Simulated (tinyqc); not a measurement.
Minority carriers and saturation current of a heavily doped emitter: one step of the calculation.

n-type, parabolic bands, full ionisation. eta = (EF - Ec)/kB T solves N = Nc F12(eta), F12(x) = (2/sqrt(pi)) int_0^infinity sqrt(u)/(1 + exp(u - x)) du. The gap shrinks rigidly by dEg = E1 [ln(N/N0) + sqrt(ln^2(N/N0) + 0.5)], an empirical law that is here taken as the true narrowing.

Task. Fermi level. Newton step on ln F12(eta) = ln(N/Nc): eta(new) = eta - ln(Nc F12/N) F12/Fm, Fm(x) = dF12/dx = (1/sqrt(pi)) int_0^infinity u^(-1/2)/(1 + exp(u - x)) du.

Values chosen for this exercise: conduction-band density of states at 300 K Nc = 2.83e19 cm^-3; ionised donor density N = 6.5e18 cm^-3.

eta at the start (Boltzmann value) = -1.4711

Give: F12; Fm; eta after iteration 1.

Result.

F12 = 0.21306
Fm = 0.19821
eta after iteration 1 = -1.3903

Range of the model: Band tails, non-parabolic bands and incomplete ionisation are left out.

Numbers from tinyqc (`OMP_NUM_THREADS=1 python tinyqc.py 2330127 2330128 out.jsonl`; about 0.01 s on one thread of a shared Intel Xeon 2.30GHz).
